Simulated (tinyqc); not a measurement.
Worked calculation: UHF in the 6-31g basis, for H2-, spin multiplicity 2. The basis has no diffuse functions, so it cannot describe the extra electron: this is an exercise in the method, not the real anion. One step of it, computed by the program tinyqc.

Problem. Iteration 3: building the Fock matrix. J_ij = sum D_kl (ij|kl) with D = D(alpha) + D(beta), K_ij = sum D_kl (ik|jl) for each spin; F = H + J - K(s); E = tr D H + tr D J / 2 - 0.5 sum_s tr D(s) K(s) + E_nn.

D(alpha) after iteration 2, order 1H 1s, 1H 2s, 2H 1s, 2H 2s:
$$\begin{pmatrix}
0.132141 & 0.380804 & 0.046218 & -0.197204 \\
0.380804 & 2.038648 & -0.197204 & -1.849654 \\
0.046218 & -0.197204 & 0.132141 & 0.380804 \\
-0.197204 & -1.849654 & 0.380804 & 2.038648
\end{pmatrix}$$

D(beta) after iteration 2, order 1H 1s, 1H 2s, 2H 1s, 2H 2s:
$$\begin{pmatrix}
0.085451 & 0.091410 & 0.085451 & 0.091410 \\
0.091410 & 0.097785 & 0.091410 & 0.097785 \\
0.085451 & 0.091410 & 0.085451 & 0.091410 \\
0.091410 & 0.097785 & 0.091410 & 0.097785
\end{pmatrix}$$

core Hamiltonian H = T + V (hartree), order 1H 1s, 1H 2s, 2H 1s, 2H 2s:
$$\begin{pmatrix}
-0.877305 & -0.877876 & -0.652604 & -0.697405 \\
-0.877876 & -0.899369 & -0.697405 & -0.804784 \\
-0.652604 & -0.697405 & -0.877305 & -0.877876 \\
-0.697405 & -0.804784 & -0.877876 & -0.899369
\end{pmatrix}$$

Two-electron integrals (ij|kl) in chemists' order, unique and non-zero (hartree):
```
(11|11) 1.076566   (21|11) 0.578470   (21|21) 0.329423   (22|11) 0.587396
(22|21) 0.361304   (22|22) 0.453150   (31|11) 0.312801   (31|21) 0.179724
(31|22) 0.198887   (31|31) 0.125486   (32|11) 0.300136   (32|21) 0.183969
(32|22) 0.226374   (32|31) 0.135994   (32|32) 0.166662   (33|11) 0.597486
(33|21) 0.374889   (33|22) 0.475190   (33|31) 0.312801   (33|32) 0.404811
(33|33) 1.076566   (41|11) 0.404811   (41|21) 0.231565   (41|22) 0.255782
(41|31) 0.135994   (41|32) 0.142553   (41|33) 0.300136   (41|41) 0.166662
(42|11) 0.451134   (42|21) 0.279445   (42|22) 0.356063   (42|31) 0.170690
(42|32) 0.205037   (42|33) 0.451134   (42|41) 0.205037   (42|42) 0.299486
(43|11) 0.374889   (43|21) 0.234328   (43|22) 0.299562   (43|31) 0.179724
(43|32) 0.231565   (43|33) 0.578470   (43|41) 0.183969   (43|42) 0.279445
(43|43) 0.329423   (44|11) 0.475190   (44|21) 0.299562   (44|22) 0.397656
(44|31) 0.198887   (44|32) 0.255782   (44|33) 0.587396   (44|41) 0.226374
(44|42) 0.356063   (44|43) 0.361304   (44|44) 0.453150
```

nuclear repulsion = 0.62402973 hartree

Give: Coulomb J; exchange K(alpha); exchange K(beta); F(alpha); F(beta); total energy of this density.

Solution.

Coulomb J (hartree), order 1H 1s, 1H 2s, 2H 1s, 2H 2s:
$$\begin{pmatrix}
1.8873 & 1.1321 & 0.7029 & 0.8279 \\
1.1321 & 1.3758 & 0.8279 & 1.1544 \\
0.7029 & 0.8279 & 1.8873 & 1.1321 \\
0.8279 & 1.1544 & 1.1321 & 1.3758
\end{pmatrix}$$

exchange K(alpha) (hartree), order 1H 1s, 1H 2s, 2H 1s, 2H 2s:
$$\begin{pmatrix}
0.6561 & 0.5395 & 0.3330 & 0.3980 \\
0.5395 & 0.5316 & 0.3980 & 0.4495 \\
0.3330 & 0.3980 & 0.6561 & 0.5395 \\
0.3980 & 0.4495 & 0.5395 & 0.5316
\end{pmatrix}$$

exchange K(beta) (hartree), order 1H 1s, 1H 2s, 2H 1s, 2H 2s:
$$\begin{pmatrix}
0.4875 & 0.4196 & 0.3692 & 0.3855 \\
0.4196 & 0.4131 & 0.3855 & 0.3997 \\
0.3692 & 0.3855 & 0.4875 & 0.4196 \\
0.3855 & 0.3997 & 0.4196 & 0.4131
\end{pmatrix}$$

F(alpha) (hartree), order 1H 1s, 1H 2s, 2H 1s, 2H 2s:
$$\begin{pmatrix}
0.3540 & -0.2853 & -0.2828 & -0.2675 \\
-0.2853 & -0.0551 & -0.2675 & -0.0999 \\
-0.2828 & -0.2675 & 0.3540 & -0.2853 \\
-0.2675 & -0.0999 & -0.2853 & -0.0551
\end{pmatrix}$$

F(beta) (hartree), order 1H 1s, 1H 2s, 2H 1s, 2H 2s:
$$\begin{pmatrix}
0.5226 & -0.1654 & -0.3189 & -0.2550 \\
-0.1654 & 0.0634 & -0.2550 & -0.0500 \\
-0.3189 & -0.2550 & 0.5226 & -0.1654 \\
-0.2550 & -0.0500 & -0.1654 & 0.0634
\end{pmatrix}$$

total energy of this density = -0.909628 hartree
